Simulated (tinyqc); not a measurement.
Cahn-Hilliard equation on a periodic one-dimensional grid: one step, computed by the program tinyqc.

Free energy F = h sum_j [A (c_j^2 - 1)^2/4 + (kappa/2) ((c_(j+1) - c_j)/h)^2]; dc/dt = Lap(mu), mu = A (c^3 - c) - kappa Lap(c), Lap(y)_j = (y_(j+1) - 2 y_j + y_(j-1))/h^2, mobility 1; the grid has n = 12 points.

Task: The first step. Start: c_j = c0 + amplitude x (z_j - mean of z). With Fourier components y_m = sum_j y_j exp(-2 pi i j m/n): c_m(new) = [c_m - dt lambda_m N_m]/(1 + dt kappa lambda_m^2), N = A (c^3 - c), lambda_m = (4/h^2) sin^2(pi m/n).

Inputs (values chosen for the exercise, in reduced units):
```
quantity                    value  unit
spacing h                     1.3     -
well depth A                  1.6     -
gradient coefficient kappa   0.58     -
mean composition c0         -0.13     -
noise amplitude              0.02     -
time step dt                 0.34     -
```

Scheme: semi-implicit Fourier.

random numbers: 0.383  -0.501  0.225  0.979  -0.457  0.320  -0.621  0.170  -0.110  -0.565  0.101  -0.189

Give: c at the start; mu at the start; c after one step; F at the start; F after one step.

Result:

c at the start: -0.12190  -0.13958  -0.12506  -0.10998  -0.13870  -0.12316  -0.14198  -0.12616  -0.13176  -0.14086  -0.12754  -0.13334

mu at the start: 0.20213  0.20792  0.19677  0.18887  0.20246  0.20586  0.21070  0.20599  0.20835  0.21321  0.20730  0.20363

c after one step: -0.12123  -0.14192  -0.12443  -0.10684  -0.13958  -0.12356  -0.14321  -0.12524  -0.13147  -0.14239  -0.12744  -0.13269

F at the start = 6.0305

F after one step = 6.0304
